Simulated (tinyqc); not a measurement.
# p-n diode with diffusion and depletion-layer recombination: what changes with what

Abrupt junction in the depletion approximation, low injection, full ionisation, neutral widths fixed, ohmic contact on the p side. Vj is the junction voltage; where a series resistance Rs is given, V = Vj + J Rs is the terminal voltage.

Inputs (values chosen for the exercise); band and dielectric values those of a made-up semiconductor:
```
symbol    value        unit                                               meaning
T           300           K                                           temperature
Eg         4.02          eV                                              band gap
eps_r        12                                             relative permittivity
Nc      2.17e18       cm^-3                conduction-band density of states at T
Nv       4.2e19       cm^-3                   valence-band density of states at T
Na       3.6e17       cm^-3                                      acceptor density
Nd         5e16       cm^-3                                         donor density
mun         290  cm^2/(V s)                       electron mobility in the p side
mup          21  cm^2/(V s)                           hole mobility in the n side
tn         2e-7           s                                     electron lifetime
tp         3e-6           s                                         hole lifetime
wp         0.59          um                           neutral width of the p side
wn          180          um                           neutral width of the n side
Sp          500        cm/s               recombination velocity at the n contact
Rs      0.00071    ohm cm^2                                     series resistance
Et            0          eV                  trap level above the intrinsic level
Vj         2.73           V  junction voltage at which recombination is evaluated
```

Constants: q = 1.602176634e-19 C, kB = 1.380649e-23 J/K, Vt = kB T/q, eps0 = 8.8541878128e-14 F/cm where lengths are in cm. Results are converted to the units shown.

Each table varies one quantity; the others keep the values above.

## Currents and ideality against junction voltage

ni = sqrt(Nc Nv) exp(-Eg/(2 Vt)), Eg in volts; D = mu Vt; Ln = sqrt(Dn tn), Lp = sqrt(Dp tp); J0n = q ni^2 Dn coth(wp/Ln)/(Ln Na); J0p = (q ni^2 Dp/(Lp Nd)) (s + tanh(wn/Lp))/(1 + s tanh(wn/Lp)), s = Sp Lp/Dp. J_diff = (J0n + J0p)(exp(Vj/Vt) - 1). Vbi = Vt ln(Na Nd/ni^2), W = sqrt(2 eps0 eps_r (Vbi - Vj)(1/Na + 1/Nd)/q), xp = W Nd/(Na + Nd), xn = W Na/(Na + Nd); u(x) = q Na (x + xp)^2/(2 eps0 eps_r) for x < 0 and Vbi - Vj - q Nd (xn - x)^2/(2 eps0 eps_r) for x > 0; p = Na exp(-u/Vt), n = Nd exp((u - Vbi + Vj)/Vt); U = ni^2 (exp(Vj/Vt) - 1)/(tp (n + ni exp(Et/Vt)) + tn (p + ni exp(-Et/Vt))); J_scr = q times the integral of U from -xp to xn. J = J_diff + J_scr. Ideality = (1/Vt) dVj/d ln J or (1/Vt) dV/d ln J; last column ni^2 exp(Vj/Vt)/N^2.

Currents and ideality against junction voltage:
columns A: Vj (V); B: J_diff (A/cm^2); C: J_scr (A/cm^2); D: J (A/cm^2); E: V (V); F: ideality against Vj; G: ideality against V; H: minority/doping, lighter side
```
A             B          C          D       E      F      G          H
0.95  1.410e-45  8.910e-27  8.910e-27  0.9500  1.982  1.982  9.728e-48
1.29  7.259e-40  6.810e-24  6.810e-24   1.290  1.980  1.980  5.009e-42
1.62  2.539e-34  4.320e-21  4.320e-21   1.620  1.977  1.977  1.752e-36
1.96  1.307e-28  3.372e-18  3.372e-18   1.960  1.972  1.972  9.022e-31
2.3   6.731e-23  2.678e-15  2.678e-15   2.300  1.966  1.966  4.646e-25
2.63  2.354e-17  1.792e-12  1.792e-12   2.630  1.957  1.957  1.625e-19
2.97  1.212e-11   1.524e-9   1.536e-9   2.970  1.926  1.926  8.367e-14
3.31   6.242e-6   1.423e-6   7.666e-6   3.310  1.096  1.096   4.308e-8
3.64      2.183   0.001519      2.185   3.642  1.000  1.060    0.01507
```

What does the comparison show?

The ideality against Vj falls from 1.98 to 1.00. Diffusion overtakes recombination in the layer between Vj = 2.97 and 3.31 V. J_scr alone has an ideality of 1.98 between the first two rows and 1.83 between the last two.

## Effect of the hole lifetime

Same model as above.

J = J_diff + J_scr.

The same in every row: J0n (A/cm^2) = 1.512e-61.

Effect of the hole lifetime:
```
tp (s)  J0p (A/cm^2)  J_diff (A/cm^2)  J_scr (A/cm^2)  J_scr/J (%)  wn/Lp
1e-10      6.306e-61        5.690e-15        2.586e-9        100.0   2443
1e-9       1.994e-61        2.551e-15       7.894e-10        100.0  772.5
1e-8       6.306e-62        1.559e-15       2.415e-10        100.0  244.3
1e-7       1.994e-62        1.245e-15       7.404e-11        100.0  77.25
1e-6       6.306e-63        1.146e-15       2.274e-11        99.99  24.43
1e-5       1.994e-63        1.115e-15       6.995e-12        99.98  7.725
0.0001     6.378e-64        1.105e-15       2.155e-12        99.95  2.443
```

As tp goes from 1e-10 to 0.0001, J0p falls from 6.31e-61 to 6.38e-64 A/cm^2, J_scr falls from 2.59e-9 to 2.16e-12 A/cm^2 and its share stays near 100 %. J0p goes as tp^(-0.50) at the start and tp^(-0.50) at the end.

Computed by the program tinyqc: `OMP_NUM_THREADS=1 python tinyqc.py 2260070 2260071 out.jsonl`, one thread of a shared Intel Xeon 2.30GHz, about 0.01 s for the whole run.
